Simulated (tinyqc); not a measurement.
Worked calculation: a particle near a wafer in liquid: double-layer and van der Waals forces (DLVO), deposition barrier and removal. Computed by tinyqc, a small Python program that keeps every step. Command: `OMP_NUM_THREADS=1 python tinyqc.py 3111012 3111013 out.jsonl dlvo walk`. One thread of a shared host (Intel(R) Xeon(R) Processor @ 2.30GHz), about 0.01 s of CPU time with the checks. Intermediate numbers are printed to about 6 digits and carried at full precision; extremes and crossings named in words are read from the listed rows.

Sphere and flat wall, Derjaguin approximation, constant potentials in the linear-superposition form, no retardation and no hydration force.

Inputs (values chosen for the exercise, of the order of those for silica on silicon in water):

| quantity | value | unit |
|---|---|---|
| particle radius R | 130 | nm |
| Hamaker constant A | 1e-20 | J |
| potential of the particle psi_1 | 59 | mV |
| potential of the wafer psi_2 | -33 | mV |
| salt concentration c | 0.073 | mol/L |
| valence z of the symmetric salt | 2 | - |
| temperature T | 323 | K |
| dielectric constant of the liquid | 69.9 | - |
| gap h | 8.9 | nm |
| contact distance h0 | 0.3 | nm |
| contact radius over R | 0.18 | - |
| viscosity | 0.54 | mPa s |

Constants: e = 1.602176634e-19 C; N_A = 6.02214076e+23 1/mol; eps_0 = 8.8541878128e-12 F/m; k_B = 1.380649e-23 J/K; k_B = 8.617333262e-05 eV/K.

## Screening

kappa^2 = 2 z^2 e^2 N_A (1000 c)/(eps eps_0 k_B T); gamma_i = tanh(z e psi_i/(4 k_B T)); Z = 64 pi eps eps_0 (k_B T/(z e))^2 gamma_1 gamma_2.

kappa = 1.80857 1/nm

Debye length = 0.552922 nm

gamma_1 = 0.785608

gamma_2 = -0.531907

Z = -10.0714 pN

kappa R = 235.115

Opposite signs: the double layers attract.

## Energy and force at one gap

U(h) = Z R exp(-kappa h) - A R/(6 h); F(h) = -dU/dh = kappa Z R exp(-kappa h) - A R/(6 h^2), positive for repulsion.

double-layer energy = -3.00058e-05 k_B T

van der Waals energy = -5.45904 k_B T

U(h) = -5.45907 k_B T

F(h) = -2.73559 pN

## The curve

The formulas are those given above.

Against the gap:

| h (nm) | kappa h | U (k_B T) | F (pN) |
|---|---|---|---|
| 0.4 | 0.7234 | -263.881 | -2.50281e+03 |
| 0.6 | 1.0851 | -180.167 | -1.40186e+03 |
| 1.0 | 1.8086 | -96.702 | -6.04740e+02 |
| 1.5 | 2.7129 | -51.869 | -2.53400e+02 |
| 2.5 | 4.5214 | -22.627 | -6.04141e+01 |
| 4.0 | 7.2343 | -12.358 | -1.52499e+01 |
| 7.0 | 12.6600 | -6.942 | -4.42929e+00 |
| 12.0 | 21.7029 | -4.049 | -1.50463e+00 |
| 20.0 | 36.1715 | -2.429 | -5.41667e-01 |
| 40.0 | 72.3430 | -1.215 | -1.35417e-01 |

Caution: in rows where h is not small against R, A R/(6 h) overstates the van der Waals term. Caution: in rows with kappa h below 1 linear superposition is only rough.

## Removing an attached particle

Adhesion F_a = A R/(6 h0^2) [1 + a^2/(R h0)] - kappa Z R exp(-kappa h0), a the contact radius. Drag in a shear flow F_d = 1.7 x 6 pi mu R^2 G, acting at 1.4 R; rolling starts when 1.4 R F_d = a F_a. Wall shear stress = mu G.

van der Waals adhesion = 36207.4 pN

net adhesion F_a = 37583.8 pN

wall shear stress for rolling = 8922.94 Pa

shear rate G = 1.65240e+07 1/s

Checks made by the program: force against a difference of U (relative difference below 1e-10).
